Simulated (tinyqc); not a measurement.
Worked calculation: RHF in the sto-3g basis, for BeH2, spin multiplicity 1. Computed by tinyqc, a small Python program that keeps every step (integrals from PySCF). Settings: charge = 0, multiplicity = 1, basis = sto-3g, energy threshold = 1e-09, iteration cap = 82, orthogonalisation = symmetric, start = highest core orbitals, DIIS depth = 8, DIIS from iteration = 3, method = RHF. Command: `OMP_NUM_THREADS=1 python tinyqc.py 20215 20216 out.jsonl` (the two numbers bound the seeds that draw the settings). One thread of a shared host (Intel(R) Xeon(R) Processor @ 2.60GHz), about 0.06 s of CPU time with the checks. Later iterations appear only in the table of the cycle.

## One-electron integrals

Geometry (angstrom):
```
atom       x        y       z
Be    0.0000   0.0000  0.0000
H     0.0000   1.6350  0.0000
H     0.0000  -1.6310  0.0000
```

Basis sto-3g: exponents (1/bohr^2) and contraction coefficients of normalised primitives:
```
element  l (shell)  exponent  coefficient
Be           s (1)   30.1679       0.1543
Be           s (1)    5.4951       0.5353
Be           s (1)    1.4872       0.4446
Be           s (2)    1.3148      -0.1000
Be           s (2)    0.3055       0.3995
Be           s (2)    0.0994       0.7001
Be           p (3)    1.3148       0.1559
Be           p (3)    0.3055       0.6077
Be           p (3)    0.0994       0.3920
H            s (1)    3.4253       0.1543
H            s (1)    0.6239       0.5353
H            s (1)    0.1689       0.4446
```

Overlap, kinetic and nuclear-attraction integrals over the contracted functions; the nuclear repulsion is the sum of Za Zb / Rab.

nuclear repulsion = 2.754447 hartree

overlap S, lower triangle:
```
         1Be 1s  1Be 2s  1Be 2px  1Be 2py  1Be 2pz   2H 1s   3H 1s
1Be 1s   1.0000
1Be 2s   0.2595  1.0000
1Be 2px  0.0000  0.0000   1.0000
1Be 2py  0.0000  0.0000   0.0000   1.0000
1Be 2pz  0.0000  0.0000   0.0000   0.0000   1.0000
2H 1s    0.0364  0.3472   0.0000   0.4321   0.0000  1.0000
3H 1s    0.0367  0.3486   0.0000  -0.4334   0.0000  0.0102  1.0000
```

kinetic energy T (hartree), lower triangle:
```
          1Be 1s  1Be 2s  1Be 2px  1Be 2py  1Be 2pz    2H 1s   3H 1s
1Be 1s    6.6940
1Be 2s   -0.0330  0.2111
1Be 2px   0.0000  0.0000   0.6606
1Be 2py   0.0000  0.0000   0.0000   0.6606
1Be 2pz   0.0000  0.0000   0.0000   0.0000   0.6606
2H 1s    -0.0103  0.0317   0.0000   0.1081   0.0000   0.7600
3H 1s    -0.0104  0.0321   0.0000  -0.1090   0.0000  -0.0045  0.7600
```

nuclear attraction V (hartree), lower triangle:
```
           1Be 1s   1Be 2s  1Be 2px  1Be 2py  1Be 2pz    2H 1s    3H 1s
1Be 1s   -15.2092
1Be 2s    -2.0674  -2.9433
1Be 2px    0.0000   0.0000  -2.8681
1Be 2py    0.0001   0.0004   0.0000  -3.0377
1Be 2pz    0.0000   0.0000   0.0000   0.0000  -2.8681
2H 1s     -0.2882  -0.9217   0.0000  -1.1162   0.0000  -2.6804
3H 1s     -0.2908  -0.9266   0.0000   1.1211   0.0000  -0.0331  -2.6835
```

core Hamiltonian H = T + V (hartree), lower triangle:
```
          1Be 1s   1Be 2s  1Be 2px  1Be 2py  1Be 2pz    2H 1s    3H 1s
1Be 1s   -8.5152
1Be 2s   -2.1005  -2.7322
1Be 2px   0.0000   0.0000  -2.2075
1Be 2py   0.0001   0.0004   0.0000  -2.3772
1Be 2pz   0.0000   0.0000   0.0000   0.0000  -2.2075
2H 1s    -0.2985  -0.8900   0.0000  -1.0081   0.0000  -1.9203
3H 1s    -0.3012  -0.8945   0.0000   1.0121   0.0000  -0.0376  -1.9235
```

## Two-electron integrals

Functions are numbered as in S; the eight-fold symmetry (ij|kl) = (ji|kl) = (kl|ij) leaves the list below.

Two-electron integrals (ij|kl) in chemists' order, unique and non-zero (hartree):
```
(11|11) 2.2988     (21|11) 0.3920     (21|21) 0.0795     (22|11) 0.5710
(22|21) 0.1430     (22|22) 0.4177     (31|31) 0.0146     (32|31) 0.0219
(32|32) 0.0923     (33|11) 0.5696     (33|21) 0.1431     (33|22) 0.4176
(33|33) 0.4499     (41|41) 0.0146     (42|41) 0.0219     (42|42) 0.0923
(43|43) 0.0242     (44|11) 0.5696     (44|21) 0.1431     (44|22) 0.4176
(44|33) 0.4014     (44|44) 0.4499     (51|51) 0.0146     (52|51) 0.0219
(52|52) 0.0923     (53|53) 0.0242     (54|54) 0.0242     (55|11) 0.5696
(55|21) 0.1431     (55|22) 0.4176     (55|33) 0.4014     (55|44) 0.4014
(55|55) 0.4499     (61|11) 0.0542     (61|21) 0.0110     (61|22) 0.0199
(61|33) 0.0198     (61|41) 0.0010     (61|42) 0.0018     (61|44) 0.0202
(61|55) 0.0198     (61|61) 0.0016     (62|11) 0.1522     (62|21) 0.0388
(62|22) 0.1262     (62|33) 0.1212     (62|41) 0.0050     (62|42) 0.0328
(62|44) 0.1362     (62|55) 0.1212     (62|61) 0.0059     (62|62) 0.0607
(63|31) 0.0033     (63|32) 0.0160     (63|43) 0.0054     (63|63) 0.0050
(64|11) 0.1714     (64|21) 0.0442     (64|22) 0.1504     (64|33) 0.1415
(64|41) 0.0080     (64|42) 0.0506     (64|44) 0.1679     (64|55) 0.1415
(64|61) 0.0070     (64|62) 0.0816     (64|64) 0.1123     (65|51) 0.0033
(65|52) 0.0160     (65|54) 0.0054     (65|65) 0.0050     (66|11) 0.3228
(66|21) 0.0836     (66|22) 0.3063     (66|33) 0.2847     (66|41) 0.0117
(66|42) 0.1017     (66|44) 0.3490     (66|55) 0.2847     (66|61) 0.0130
(66|62) 0.1932     (66|64) 0.2739     (66|66) 0.7746     (71|11) 0.0547
(71|21) 0.0111     (71|22) 0.0201     (71|33) 0.0200     (71|41) -0.0010
(71|42) -0.0018    (71|44) 0.0204     (71|55) 0.0200     (71|61) 0.0015
(71|62) 0.0051     (71|64) 0.0056     (71|66) 0.0108     (71|71) 0.0016
(72|11) 0.1530     (72|21) 0.0390     (72|22) 0.1269     (72|33) 0.1218
(72|41) -0.0051    (72|42) -0.0329    (72|44) 0.1369     (72|55) 0.1218
(72|61) 0.0050     (72|62) 0.0293     (72|64) 0.0325     (72|66) 0.0682
(72|71) 0.0060     (72|72) 0.0612     (73|31) 0.0033     (73|32) 0.0161
(73|43) -0.0055    (73|63) 0.0018     (73|73) 0.0051     (74|11) -0.1722
(74|21) -0.0444    (74|22) -0.1510    (74|33) -0.1421    (74|41) 0.0081
(74|42) 0.0508     (74|44) -0.1686    (74|55) -0.1421    (74|61) -0.0056
(74|62) -0.0325    (74|64) -0.0354    (74|66) -0.0757    (74|71) -0.0071
(74|72) -0.0822    (74|74) 0.1131     (75|51) 0.0033     (75|52) 0.0161
(75|54) -0.0055    (75|65) 0.0018     (75|75) 0.0051     (76|11) 0.0063
(76|21) 0.0016     (76|22) 0.0044     (76|33) 0.0044     (76|41) 3.22e-07
(76|42) 2.09e-06   (76|44) 0.0046     (76|55) 0.0044     (76|61) 2.19e-04
(76|62) 0.0014     (76|64) 0.0017     (76|66) 0.0034     (76|71) 2.21e-04
(76|72) 0.0014     (76|74) -0.0017    (76|76) 4.78e-05   (77|11) 0.3236
(77|21) 0.0838     (77|22) 0.3068     (77|33) 0.2853     (77|41) -0.0118
(77|42) -0.1020    (77|44) 0.3497     (77|55) 0.2853     (77|61) 0.0108
(77|62) 0.0680     (77|64) 0.0755     (77|66) 0.1620     (77|71) 0.0131
(77|72) 0.1941     (77|74) -0.2750    (77|76) 0.0034     (77|77) 0.7746
```

## Orthogonalisation

S = U s U^T; symmetric (Loewdin) form X = U s^(-1/2) U^T, so that X^T S X = 1.

eigenvalues of S: 0.3828  0.4679  0.9597  1.0000  1.0000  1.5826  1.6070

X, lower triangle:
```
          1Be 1s   1Be 2s  1Be 2px  1Be 2py  1Be 2pz    2H 1s   3H 1s
1Be 1s    1.0285
1Be 2s   -0.1494   1.1432
1Be 2px   0.0000   0.0000   1.0000
1Be 2py   0.0000  -0.0007   0.0000   1.1991
1Be 2pz   0.0000   0.0000   0.0000   0.0000   1.0000
2H 1s     0.0207  -0.2097   0.0000  -0.2918   0.0000   1.1552
3H 1s     0.0207  -0.2111   0.0000   0.2932   0.0000  -0.0501  1.1567
```

## Starting guess

The start is the highest orbitals of the core Hamiltonian (a deliberately bad start); D = 2 C_occ C_occ^T.

D at the start, lower triangle:
```
          1Be 1s   1Be 2s  1Be 2px  1Be 2py  1Be 2pz    2H 1s   3H 1s
1Be 1s    0.0187
1Be 2s   -0.1216   0.7914
1Be 2px   0.0000   0.0000   1.4461
1Be 2py   0.0008  -0.0062   0.0000   1.0719
1Be 2pz   0.0000   0.0000  -0.8950   0.0000   0.5539
2H 1s     0.1558  -1.0132   0.0000  -1.3139   0.0000   2.9275
3H 1s     0.1570  -1.0233   0.0000   1.3231   0.0000  -0.3118  2.9367
```

## Iteration 1: building the Fock matrix

J_ij = sum D_kl (ij|kl), K_ij = sum D_kl (ik|jl); F = H + J - 0.5 K; E = tr D H + tr D J / 2 - 0.25 tr D K + E_nn.

Coulomb J (hartree), lower triangle:
```
          1Be 1s   1Be 2s  1Be 2px  1Be 2py  1Be 2pz   2H 1s   3H 1s
1Be 1s    2.5467
1Be 2s    0.6458   2.0864
1Be 2px   0.0000   0.0000   2.0474
1Be 2py  -0.0001  -0.0003   0.0000   2.2061
1Be 2pz   0.0000   0.0000  -0.0434   0.0000   2.0041
2H 1s     0.0905   0.7658   0.0000   0.9798   0.0000  2.4680
3H 1s     0.0913   0.7692   0.0000  -0.9833   0.0000  0.0226  2.4683
```

exchange K (hartree), lower triangle:
```
          1Be 1s   1Be 2s  1Be 2px  1Be 2py  1Be 2pz   2H 1s   3H 1s
1Be 1s    0.0479
1Be 2s    0.0536   0.2552
1Be 2px   0.0000   0.0000   0.6944
1Be 2py   0.0000  -0.0002   0.0000   0.1928
1Be 2pz   0.0000   0.0000  -0.3809   0.0000   0.3146
2H 1s    -0.0008   0.1370   0.0000   0.2376   0.0000  1.3362
3H 1s    -0.0008   0.1370   0.0000  -0.2376   0.0000  0.0142  1.3330
```

Fock matrix F (hartree), lower triangle:
```
          1Be 1s   1Be 2s  1Be 2px  1Be 2py  1Be 2pz    2H 1s    3H 1s
1Be 1s   -5.9925
1Be 2s   -1.4815  -0.7734
1Be 2px   0.0000   0.0000  -0.5073
1Be 2py   0.0000   0.0002   0.0000  -0.2674
1Be 2pz   0.0000   0.0000   0.1471   0.0000  -0.3607
2H 1s    -0.2076  -0.1927   0.0000  -0.1470   0.0000  -0.1204
3H 1s    -0.2095  -0.1938   0.0000   0.1476   0.0000  -0.0221  -0.1217
```

total energy of this density = -3.423735 hartree

## Iteration 1: diagonalisation and new density

Diagonalise F' = X^T F X, C = X C', fill 3 alpha and 3 beta electrons from the bottom; D = 2 C_occ C_occ^T. Each column has its largest component positive (the first on a tie).

F' = X^T F X (hartree), lower triangle:
```
         1        2        3        4        5        6        7
1  -5.9161
2  -0.6506  -0.4916
3   0.0000   0.0000  -0.5073
4  -0.0001   0.0000   0.0000  -0.1947
5   0.0000   0.0000   0.1471   0.0000  -0.3607
6  -0.0337  -0.0687   0.0000  -0.1094   0.0000  -0.0217
7  -0.0343  -0.0691   0.0000   0.1096   0.0000  -0.0402  -0.0222
```

orbital energies (hartree): MO1 -5.9936, MO2 -0.5983, MO3 -0.4368, MO4 -0.2762, MO5 -0.2697, MO6 -0.0394, MO7 0.0997

coefficients C:
```
             MO1      MO2      MO3      MO4     MO5      MO6      MO7
1Be 1s    1.0040   0.0000  -0.2571  -0.0004  0.0000   0.0823   0.0000
1Be 2s   -0.0169   0.0000   1.0501   0.0017  0.0000  -0.5611  -0.0012
1Be 2px   0.0000   0.8503   0.0000   0.0000  0.5263   0.0000   0.0000
1Be 2py   0.0000   0.0000  -0.0013   0.8686  0.0000   0.0026   0.9244
1Be 2pz   0.0000  -0.5263   0.0000   0.0000  0.8503   0.0000   0.0000
2H 1s     0.0036   0.0000  -0.0207   0.1378  0.0000   0.8086  -0.8908
3H 1s     0.0036   0.0000  -0.0207  -0.1386  0.0000   0.8110   0.8910
```

D after iteration 1, lower triangle:
```
          1Be 1s   1Be 2s  1Be 2px  1Be 2py  1Be 2pz   2H 1s   3H 1s
1Be 1s    2.1483
1Be 2s   -0.5739   2.2058
1Be 2px   0.0000   0.0000   1.4461
1Be 2py   0.0007  -0.0027   0.0000   0.0000
1Be 2pz   0.0000   0.0000  -0.8950   0.0000   0.5539
2H 1s     0.0179  -0.0436   0.0000   0.0001   0.0000  0.0009
3H 1s     0.0180  -0.0436   0.0000   0.0001   0.0000  0.0009  0.0009
```

## Iteration 2: building the Fock matrix

As before.

Coulomb J (hartree), lower triangle:
```
          1Be 1s   1Be 2s  1Be 2px  1Be 2py  1Be 2pz   2H 1s   3H 1s
1Be 1s    6.8652
1Be 2s    1.3468   2.7989
1Be 2px   0.0000   0.0000   2.8341
1Be 2py  -0.0001  -0.0004   0.0000   2.7615
1Be 2pz   0.0000   0.0000  -0.0434   0.0000   2.7909
2H 1s     0.1867   0.7959   0.0000   0.9229   0.0000  1.8209
3H 1s     0.1883   0.8004   0.0000  -0.9274   0.0000  0.0302  1.8255
```

exchange K (hartree), lower triangle:
```
         1Be 1s   1Be 2s  1Be 2px  1Be 2py  1Be 2pz   2H 1s   3H 1s
1Be 1s   4.6953
1Be 2s   0.8289   1.0934
1Be 2px  0.0000   0.0000   0.8712
1Be 2py  0.0000  -0.0012   0.0000   0.2501
1Be 2pz  0.0000   0.0000  -0.3809   0.0000   0.4915
2H 1s    0.1167   0.2844   0.0000   0.0748   0.0000  0.1243
3H 1s    0.1178   0.2868   0.0000  -0.0760   0.0000  0.0602  0.1262
```

Fock matrix F (hartree), lower triangle:
```
          1Be 1s   1Be 2s  1Be 2px  1Be 2py  1Be 2pz    2H 1s    3H 1s
1Be 1s   -3.9977
1Be 2s   -1.1681  -0.4800
1Be 2px   0.0000   0.0000   0.1910
1Be 2py   0.0000   0.0006   0.0000   0.2593
1Be 2pz   0.0000   0.0000   0.1471   0.0000   0.3376
2H 1s    -0.1702  -0.2363   0.0000  -0.1225   0.0000  -0.1616
3H 1s    -0.1717  -0.2375   0.0000   0.1227   0.0000  -0.0376  -0.1610
```

total energy of this density = -14.381132 hartree

## Iteration 2: diagonalisation and new density

As before.

F' = X^T F X (hartree), lower triangle:
```
         1        2       3        4       5        6        7
1  -3.8922
2  -0.6527  -0.1288
3   0.0000   0.0000  0.1910
4   0.0000  -0.0002  0.0000   0.5237
5   0.0000   0.0000  0.1471   0.0000  0.3376
6  -0.0017  -0.1804  0.0000  -0.2451  0.0000  -0.0144
7  -0.0021  -0.1817  0.0000   0.2461  0.0000  -0.0507  -0.0123
```

orbital energies (hartree): MO1 -4.0027, MO2 -0.2941, MO3 -0.1434, MO4 0.1000, MO5 0.2118, MO6 0.4286, MO7 0.7045

coefficients C:
```
             MO1      MO2      MO3      MO4      MO5     MO6      MO7
1Be 1s    0.9894  -0.2021   0.0007   0.0000  -0.2474  0.0000   0.0005
1Be 2s    0.0401   0.5580  -0.0021   0.0000   1.0511  0.0000  -0.0033
1Be 2px   0.0000   0.0000   0.0000   0.8503   0.0000  0.5263   0.0000
1Be 2py   0.0000  -0.0004   0.1868   0.0000   0.0023  0.0000   1.2546
1Be 2pz   0.0000   0.0000   0.0000  -0.5263   0.0000  0.8503   0.0000
2H 1s    -0.0057   0.4349   0.6230   0.0000  -0.6826  0.0000  -0.6506
3H 1s    -0.0057   0.4343  -0.6196   0.0000  -0.6845  0.0000   0.6559
```

D after iteration 2, lower triangle:
```
          1Be 1s   1Be 2s  1Be 2px  1Be 2py  1Be 2pz    2H 1s   3H 1s
1Be 1s    2.0395
1Be 2s   -0.1463   0.6260
1Be 2px   0.0000   0.0000   0.0000
1Be 2py   0.0004  -0.0012   0.0000   0.0698
1Be 2pz   0.0000   0.0000   0.0000   0.0000   0.0000
2H 1s    -0.1862   0.4823   0.0000   0.2324   0.0000   1.1547
3H 1s    -0.1876   0.4868   0.0000  -0.2319   0.0000  -0.3942  1.1451
```

## Iteration 8 (converged): orbitals

converged F (hartree), lower triangle:
```
          1Be 1s   1Be 2s  1Be 2px  1Be 2py  1Be 2pz    2H 1s    3H 1s
1Be 1s   -4.5343
1Be 2s   -1.2905  -0.5857
1Be 2px   0.0000   0.0000   0.2134
1Be 2py   0.0000   0.0005   0.0000  -0.1235
1Be 2pz   0.0000   0.0000   0.0000   0.0000   0.2134
2H 1s    -0.1872  -0.3183   0.0000  -0.2918   0.0000  -0.2149
3H 1s    -0.1888  -0.3195   0.0000   0.2925   0.0000  -0.0087  -0.2160
```

As before.

F' = X^T F X (hartree), lower triangle:
```
         1        2       3        4       5        6       7
1  -4.4250
2  -0.7001  -0.1627
3   0.0000   0.0000  0.2134
4   0.0000  -0.0004  0.0000   0.1970
5   0.0000   0.0000  0.0000   0.0000  0.2134
6   0.0048  -0.2622  0.0000  -0.3557  0.0000   0.0309
7   0.0043  -0.2633  0.0000   0.3567  0.0000  -0.0592  0.0316
```

orbital energies (hartree): MO1 -4.5377, MO2 -0.4071, MO3 -0.3629, MO4 0.2134, MO5 0.2134, MO6 0.3291, MO7 0.6503

coefficients C:
```
             MO1      MO2      MO3      MO4     MO5      MO6      MO7
1Be 1s    0.9919  -0.2110  -0.0017   0.0000  0.0000  -0.2291   0.0007
1Be 2s    0.0308   0.6204   0.0056   0.0000  0.0000   1.0158  -0.0045
1Be 2px   0.0000   0.0000   0.0000   0.9818  0.1902   0.0000   0.0000
1Be 2py   0.0000  -0.0042   0.4945   0.0000  0.0000   0.0027   1.1680
1Be 2pz   0.0000   0.0000   0.0000  -0.1902  0.9818   0.0000   0.0000
2H 1s    -0.0038   0.3890   0.4418   0.0000  0.0000  -0.7102  -0.7847
3H 1s    -0.0038   0.3963  -0.4347   0.0000  0.0000  -0.7068   0.7910
```

D after iteration 8, lower triangle:
```
          1Be 1s  1Be 2s  1Be 2px  1Be 2py  1Be 2pz    2H 1s   3H 1s
1Be 1s    2.0569
1Be 2s   -0.2008  0.7718
1Be 2px   0.0000  0.0000   0.0000
1Be 2py   0.0000  0.0004   0.0000   0.4891
1Be 2pz   0.0000  0.0000   0.0000   0.0000   0.0000
2H 1s    -0.1733  0.4874   0.0000   0.4337   0.0000   0.6930
3H 1s    -0.1734  0.4867   0.0000  -0.4332   0.0000  -0.0758  0.6921
```

Within a degenerate level the vectors are fixed only up to a rotation; this is one choice.

## Convergence

Stop when the energy changes by less than 1e-09 hartree and every element of the error matrix X^T (F D S - S D F) X is below 9e-06.

Course of the cycle:
```
iteration  E (hartree)     change  largest element of the error matrix
1            -3.423735          -                             1.04e-01
2           -14.381132  -1.10e+01                             3.18e-01
3           -15.375626  -9.94e-01                             2.95e-01
4           -15.491273  -1.16e-01                             3.14e-02
5           -15.493394  -2.12e-03                             6.53e-03
6           -15.493526  -1.32e-04                             4.55e-05
7           -15.493526  -1.76e-09                             1.17e-06
8           -15.493526  -1.61e-12                             1.25e-07
```

PySCF RHF in the same basis = -15.493526 hartree

Converged in 8 iterations.

## Populations, bond orders and dipole

Mulliken: Z minus the diagonal of D S on the atom; Loewdin: the same with S^(1/2) D S^(1/2); Mayer order: 2 sum_s sum (D(s) S)_ij (D(s) S)_ji over the two atoms.

Charges (e):
```
atom  Mulliken  Loewdin
1Be     0.0850   0.0737
2H     -0.0426  -0.0369
3H     -0.0425  -0.0368
```

Mayer bond orders:
```
pair   order
2-1   0.9895
3-1   0.9895
3-2   0.0087
```

dipole moment about the origin, x y z (debye): 0.0000  -0.0017  0.0000
